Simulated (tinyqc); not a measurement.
Electron-beam lithography: double-Gaussian proximity function, edge placement and dose correction for parallel lines: one step, computed by the program tinyqc. Command: `OMP_NUM_THREADS=1 python tinyqc.py 3110409 3110410 out.jsonl proximity walk`. One thread of a shared host (Intel(R) Xeon(R) Processor @ 2.30GHz), about 0.01 s of CPU time with the checks.

Lines are infinitely long. Absorbed energy is counted so that the middle of a very large area written at dose 1 receives 1; the resist develops where it exceeds 1/2.

Task: Interaction matrix. f(r) = [exp(-r^2/alpha^2)/alpha^2 + eta exp(-r^2/beta^2)/beta^2]/(pi (1 + eta)). A line from a to b at dose d gives E(x) = d [S(alpha) + eta S(beta)]/(1 + eta), S(s) = [erf((b - x)/s) - erf((a - x)/s)]/2. M_ij is the mean of E at the two edges of line i from line j at dose 1.

Inputs (values chosen for the exercise, of the order of those for 10 keV electrons in resist on silicon): forward range alpha = 0.019 micrometre; backscatter range beta = 1.3 micrometre; backscatter ratio eta = 0.64.

Lines (micrometre):

| line | left edge | right edge | centre |
|---|---|---|---|
| 1 | 0.000 | 0.280 | 0.1400 |
| 2 | 0.363 | 0.399 | 0.3810 |
| 3 | 0.549 | 0.630 | 0.5895 |
| 4 | 0.760 | 0.801 | 0.7805 |

Give: M.

Result:

M:
```
         1        2        3        4
1  0.35158  0.00583  0.01206  0.00541
2  0.04565  0.30873  0.01336  0.00632
3  0.04192  0.00594  0.31858  0.00679
4  0.03712  0.00555  0.01342  0.31113
```
